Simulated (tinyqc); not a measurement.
## MOSFET in the linear regime without short-channel effects, parameter extraction from computed curves: extraction methods against the temperature

Inversion charge Q = Cox n Vt W0(exp((Vg - VT)/(n Vt))), W0 the Lambert function and n = nf; u = Q/Cox; mobility mu = mu0/(1 + th1 u + th2 u^2); channel resistance Rch = (L - dL)/(W mu Q); Id = Vd/(Rch + Rsd/W). Cox = eps0 eox/tox. Small Vd, no channel-length or drain effects.

From the continuous curve Id(Vg): tangent at peak gm (V_ext = Vg - Id/gm); constant current Id = 0.1 uA W/L; peak of d2Id/dVg2; Y = Id/sqrt(gm) drawn through Vg = VT + 0.6 and VT + 0.8 V, with intercept VT_Y and slope s. Mobilities gm,max L/(W Cox Vd) and s^2 L/(W Cox Vd) with the drawn L. Last column: share of Rsd/W in the total resistance at VT + 0.8 V.

Inputs (values chosen for the exercise); channel values of the order met in silicon transistors: relative permittivity of the gate insulator (close to silicon dioxide) eox = 3.9; insulator thickness tox = 4.9 nm; low-field mobility mu0 = 240 cm^2/(V s); first mobility attenuation factor th1 = 0.43 1/V; second mobility attenuation factor th2 = 0.18 1/V^2; threshold voltage VT = 0.61 V; body factor nf = 1.24; gate width W = 1 um; drawn gate length L = 0.39 um; drawn less effective length dL = 0.003 um; source plus drain resistance Rsd = 370 ohm um; drain voltage Vd = 0.025 V.

Constants: q = 1.602176634e-19 C, kB = 1.380649e-23 J/K, Vt = kB T/q, eps0 = 8.8541878128e-14 F/cm where lengths are in cm. Results are converted to the units shown.

Result of one run:
columns A: T (K); B: V_ext (V); C: constant current (V); D: second derivative (V); E: VT_Y (V); F: mobility from gm (cm^2/(V s)); G: mobility from Y (cm^2/(V s)); H: series share (%)
```
A        B      C      D      E    F    G     H
220  0.614  0.634  0.604  0.697  175  281  7.66
```

What becomes of these results when the temperature T is changed from 220 to 110 K, all else the same?

Result of the changed run:
columns A: T (K); B: V_ext (V); C: constant current (V); D: second derivative (V); E: VT_Y (V); F: mobility from gm (cm^2/(V s)); G: mobility from Y (cm^2/(V s)); H: series share (%)
```
A        B      C      D      E    F    G     H
110  0.616  0.642  0.607  0.690  192  298  7.86
```

The whole series:
columns A: T (K); B: V_ext (V); C: constant current (V); D: second derivative (V); E: VT_Y (V); F: mobility from gm (cm^2/(V s)); G: mobility from Y (cm^2/(V s)); H: series share (%)
```
A        B      C      D      E    F    G     H
77   0.616  0.643  0.608  0.687  199  303  7.93
110  0.616  0.642  0.607  0.690  192  298  7.86
150  0.616  0.640  0.606  0.693  185  291  7.78
220  0.614  0.634  0.604  0.697  175  281  7.66
300  0.610  0.624  0.600  0.698  166  269  7.54
370  0.605  0.614  0.597  0.698  160  260  7.45
450  0.598  0.600  0.593  0.696  153  251  7.36
```

The model has VT = 0.61 V and mu0 = 240 cm^2/(V s). Over the table the extracted thresholds move by 18 mV (tangent), 43 mV (constant current), 15 mV (second derivative), 12 mV (Y function). The mobility from gm falls from 199 to 153 and that from Y falls from 303 to 251 cm^2/(V s).

Numbers from tinyqc (`OMP_NUM_THREADS=1 python tinyqc.py 2210095 2210096 out.jsonl`; about 0.01 s on one thread of a shared Intel Xeon 2.30GHz).
